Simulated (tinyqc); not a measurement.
Cabrera-Mott growth of a thin oxide under its own electric field: one step, computed by the program tinyqc. Command: `OMP_NUM_THREADS=1 python tinyqc.py 3026273 3026274 out.jsonl cabrera walk`. One thread of a shared host (Intel(R) Xeon(R) Processor @ 2.30GHz), about 0.01 s of CPU time with the checks.

Electrons cross the film freely and set a fixed potential V across it; the field V/x lowers the barrier for ions entering the oxide.

Problem. Thickness after time t. u = u0 exp(-W/(k_B T)), X1 = z b V/(k_B T) with V in volts and k_B T in eV; dx/dt = 2 u sinh(X1/x). t(x) = int_(x0)^x dx / (dx/dt) by Gauss-Legendre quadrature (80 points on each side of (x0 + 2 x)/3), solved for x.

Inputs (values chosen for the exercise, for a model metal):

| quantity | value | unit |
|---|---|---|
| Mott potential V | 1.2 | V |
| temperature T | 500 | K |
| starting thickness x0 | 3.4 | angstrom |
| time t | 7700 | s |

Backward hops: kept.

u = 3.332849e-04 angstrom/s

X1 = 41.77627 angstrom

Give: thickness x; rate at time t; field at time t.

Solution.

thickness x = 29.78 angstrom

rate at time t = 0.001273 angstrom/s

field at time t = 4.029 MV/cm

X1/x = 1.40: the field still helps, moderately. Caution: the starting field or rate is formal: the first layers form as fast as oxygen arrives.
